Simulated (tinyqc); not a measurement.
Where a level does most harm: Shockley-Read-Hall recombination through one deep level.

One level at Et with degeneracy 1: tn = 1/(sn vth Nt), tp = 1/(sp_ vth Nt), n1 = Nc exp((Et - Eg)/kT), p1 = Nv exp(-Et/kT), ni^2 = n1 p1. Equilibrium p0 = Nm, n0 = ni^2/Nm; n = n0 + dn, p = p0 + dn. U = (n p - ni^2)/(tp (n + n1) + tn (p + p1)), lifetime dn/U; emission rates en = sn vth n1, ep = sp_ vth p1.

Constants: kB = 8.617333262e-05 eV/K.

Parameters, chosen for this exercise (gap and densities of states near those of InP at this temperature; the results hold for these values, not for the real material): Eg = 1.344 eV (gap); Nc = 7.07e+17 1/cm^3 (conduction-band density of states); Nv = 1.61e+19 1/cm^3 (valence-band density of states); T = 350 K; Nt = 5.1e+13 1/cm^3 (defects); sn = 5.2e-15 cm^2 (electron capture cross-section); sp_ = 3.5e-16 cm^2 (hole capture cross-section); vth = 20000000 cm/s (thermal velocity, both carriers); Nm = 5e+15 1/cm^3 (equilibrium holes for the lifetime steps).

Et takes the values listed; G = Nt en ep/(en + ep) in a depleted region; the lifetime is for dn = 1e11 1/cm^3.

Results:

| Et (eV) | lifetime (microsecond) | G (1/(cm^3 s)) |
|---|---|---|
| 0.081 | 41.6 | 2.44e+06 |
| 0.188 | 1.38 | 8.48e+07 |
| 0.296 | 0.222 | 3.04e+09 |
| 0.403 | 0.190 | 1.06e+11 |
| 0.511 | 0.189 | 3.80e+12 |
| 0.618 | 0.189 | 1.29e+14 |
| 0.726 | 0.189 | 1.94e+14 |
| 0.833 | 0.189 | 5.82e+12 |
| 0.941 | 0.189 | 1.62e+11 |
| 1.048 | 0.210 | 4.67e+09 |
| 1.156 | 0.966 | 1.30e+08 |
| 1.263 | 27.2 | 3.74e+06 |

What does the comparison show?

Generation peaks where en = ep, at Eg/2 + (kT/2) ln(sp_ Nv/(sn Nc)) = 0.678 eV; the largest value listed is at 0.726 eV, and G falls by a decade for each 0.069 eV away from the peak. The lifetime is within a factor 2 of its minimum, 0.189 microsecond, from 0.296 to 1.048 eV: recombination tolerates a wide range of Et, generation a narrow one.

Computed by tinyqc, a small Python program: `OMP_NUM_THREADS=1 python tinyqc.py 1650992 1650993 out.jsonl` (the numbers bound the seed that draws the inputs); one thread of a shared host (Intel(R) Xeon(R) Processor @ 2.30GHz), about 0.01 s for the whole set of steps.
